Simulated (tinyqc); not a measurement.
Which input was changed? Model: ion implantation: universal nuclear stopping, Lindhard-Scharff electronic stopping and a Gaussian range profile. Computed by tinyqc, a small Python program. Command: `OMP_NUM_THREADS=1 python tinyqc.py 3012004 3012005 out.jsonl implant which`. One thread of a shared host (Intel(R) Xeon(R) Processor @ 2.30GHz), about 0.8 s of CPU time with the checks.

An ion slows by elastic collisions with screened nuclei and by friction with electrons; channelling is ignored and the target is uniform.

Inputs (values chosen for the exercise, modelled on carbon ions in silicon):
```
quantity                                 value    unit
ion atomic number Z1                         6       -
ion mass M1                                 12       u
target atomic number Z2                     14       -
target mass M2                           28.09       u
target density N                         49.94  1/nm^3
ion energy E                                60     keV
scale factor of electronic stopping k      1.2       -
dose Q                                 1.7e+12  1/cm^2
background C_B                         1.5e+16  1/cm^3
displacement energy E_d                     15      eV
```

Method:
- Reduced energy eps = 32.53 M2 E/(Z1 Z2 (M1 + M2)(Z1^0.23 + Z2^0.23)), E in keV; s_n = ln(1 + 1.1383 eps)/(2 (eps + 0.01321 eps^0.21226 + 0.19593 eps^0.5)) for eps up to 30 and ln(eps)/(2 eps) above; S_n = 8.462 Z1 Z2 M1 s_n/((M1 + M2)(Z1^0.23 + Z2^0.23)) in 1e-15 eV cm^2.
- S_e = k 3.83 Z1^(7/6) Z2/(Z1^(2/3) + Z2^(2/3))^(3/2) sqrt(E/M1) in 1e-15 eV cm^2, E in keV.
- Path length R = int_0^E dE'/(N (S_n + S_e)); energy lost to nuclei nu = int_0^E S_n/(S_n + S_e) dE' (both with E' = E y^3 and 64 Gauss-Legendre points in y).
- Estimates of Lindhard type: R_p = R/(1 + M2/(3 M1)), straggle dR_p = (2/3) R_p sqrt(M1 M2)/(M1 + M2).
- C(x) = C_p exp(-(x - R_p)^2/(2 dR_p^2)) with C_p = Q/(sqrt(2 pi) dR_p), 1 nm = 1e-7 cm; the profile falls to the background at x_j = R_p + dR_p sqrt(2 ln(C_p/C_B)); the peak atomic fraction is C_p/N.
- Kinchin-Pease count with efficiency 0.8: N_d = 0.8 nu/(2 E_d), taking all of nu as damage energy (an upper estimate, as recoils also lose energy to electrons). Spread over a depth R_p + dR_p, displacements per atom = Q N_d/(N (R_p + dR_p)).

Task: One of these inputs alone was changed, within the range given: ion energy E (30 to 120); scale factor of electronic stopping k (0.6 to 2.4); target mass M2 (14.04 to 56.18); target atomic number Z2 (7 to 28). Which one, and to what value?

Results:
```
run     displacements per atom  peak concentration C_p (1/cm^3)  projected range R_p (nm)
before             0.001007366                     1.394073e+17                  159.3434
after              0.001117588                     1.284324e+17                  163.4103
```

Result:

Each candidate set to reproduce displacements per atom, and what it then gives:
```
candidate                              range searched  value needed  peak concentration C_p (1/cm^3)  projected range R_p (nm)
ion energy E (keV)                          30 to 120         36.93                       2.0596e+17                    107.85
scale factor of electronic stopping k      0.6 to 2.4  out of reach                                -                         -
target mass M2 (u)                     14.04 to 56.18         19.80                       1.2843e+17                    163.41
target atomic number Z2                       7 to 28         15.33                       1.4811e+17                    149.98
```

Only target mass M2 fits every result: it went from 28.09 to 19.8 u. The next best candidate, target atomic number Z2, misses one result by 15 %.

Caution: the estimates of R_p and dR_p assume mainly nuclear stopping and an ion not much lighter than the target; here they are rough, and for light ions in heavy targets the straggle can be low by a factor of two or more.
